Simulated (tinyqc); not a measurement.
Spin coating of a resist or spin-on film: centrifugal thinning, evaporation and the final thickness (Emslie and Meyerhofer models). Changing the spin speed f. Computed by tinyqc, a small Python program. Command: `OMP_NUM_THREADS=1 python tinyqc.py 3110748 3110749 out.jsonl spincoat sweep`. One thread of a shared host (Intel(R) Xeon(R) Processor @ 2.30GHz), about 0.2 s of CPU time with the checks.

A Newtonian film stays uniform over the wafer; solvent and solids have the same density and the concentration is uniform through the thickness.

Inputs (values chosen for the exercise, of the order of those of a polymer resist in an ester solvent):
```
quantity,value,unit
solids volume fraction c0,0.34,-
kinematic viscosity of the solvent nu_s,0.92,mm^2/s
viscosity constant k,1300,mm^2/s
viscosity exponent gamma,3,-
evaporation rate at 1000 rpm e0,0.19,micrometre/s
starting thickness h0,600,micrometre
wafer radius R,150,mm
shrinkage in the bake,14,%
```

Method:
- omega = 2 pi f/60; nu(c) = nu_s + k c^gamma; evaporation rate e = e0 sqrt(f/1000 rpm).
- Flow constant K = 2 omega^2/(3 nu(c0)); Reynolds number of the air omega R^2/nu_air with nu_air = 15 mm^2/s.
- Full model for solids s and liquid l per area, h = s + l, c = s/h: ds/dt = -c Q, dl/dt = -(1 - c) Q - e, Q = 2 omega^2 h^3/(3 nu(c)); integrated adaptively (relative tolerance 1e-9) until l = 0.
- Dry film = s at l = 0, before the bake; film after the bake = s x (1 - shrinkage).

One run for each value:
```
spin speed f (rpm),dry film (nm),time to dry (s),Reynolds number of the air
400,7478.1,141.42,6.2832e+04
610,6055.6,92.75,9.5819e+04
940,4878.2,60.20,1.4765e+05
1400,3997.3,40.42,2.1991e+05
2200,3188.7,25.72,3.4558e+05
3400,2565.0,16.64,5.3407e+05
5200,2074.1,10.88,8.1681e+05
8000,1672.2,7.07,1.2566e+06
```

Over the rows, dry film (nm) falls from 7480 to 1670 (exponent d ln y / d ln x about -0.50 throughout); time to dry (s) falls from 141 to 7.07 (exponent d ln y / d ln x about -1.00 throughout); Reynolds number of the air rises from 62800 to 1.26e6 (exponent d ln y / d ln x about 1.00 throughout). The exponent of dry film stays at -0.50: (e/omega^2)^(1/3) with e as sqrt(f).

Caution (rows 2200, 3400, 5200, 8000): above a Reynolds number of about 3e5 the air flow near the rim turns turbulent, and evaporation is no longer uniform.
